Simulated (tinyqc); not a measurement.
Growth of a silicide layer between metal and silicon: linear-parabolic kinetics, ramp anneals and Kissinger analysis. Changing the time t. Computed by tinyqc, a small Python program. Command: `OMP_NUM_THREADS=1 python tinyqc.py 3016130 3016131 out.jsonl silicide sweep`. One thread of a shared host (Intel(R) Xeon(R) Processor @ 2.30GHz), about 0.05 s of CPU time with the checks.

One compound layer of thickness x grows by diffusion through itself and reaction at an interface, dx/dt = 1/(2x/K + 1/v), until the metal is used up at x = a h.

Inputs (values chosen for the exercise, modelled on Ni2Si):
```
quantity                                 value    unit
metal thickness h                           19      nm
silicide formed per metal thickness a     1.47       -
prefactor of the parabolic constant K  2.4e+14  nm^2/s
activation energy E of K                  1.48      eV
prefactor of the interface velocity v  4.3e+14    nm/s
activation energy E_v                     1.63      eV
temperature T                              300       C
```

Constants: k_B = 8.617333262e-05 eV/K.

Method:
- The silicide ends at the thickness a h.
- K = K0 exp(-E/(k_B T)), v = v0 exp(-E_v/(k_B T)).
- Temperatures in kelvin are T(C) + 273.15.
- x^2/K + x/v = t, so x = (K/(2v)) [sqrt(1 + 4 v^2 t/K) - 1], capped at a h; completion time t_c = (a h)^2/K + a h/v, a h being the final thickness; crossover thickness K/v.

One run for each value:
```
time t (s)  thickness at time t (nm)
0.3                            0.571
0.95                           1.661
3                              4.361
9.5                           10.142
30                            21.225
95                            27.930
300                           27.930
950                           27.930
3000                          27.930
```

Describe and explain the trends.

Over the rows, thickness at time t (nm) rises from 0.571 to 27.9, flat over part of the range. At the high end the exponent of thickness at time t is 0.00, close to 0: the metal is used up. Growth is linear well below the crossover thickness K/v, would be parabolic well above it, and ends at a h = 27.93 nm.

Extremes, crossings and ranges named in words are read from the listed rows.
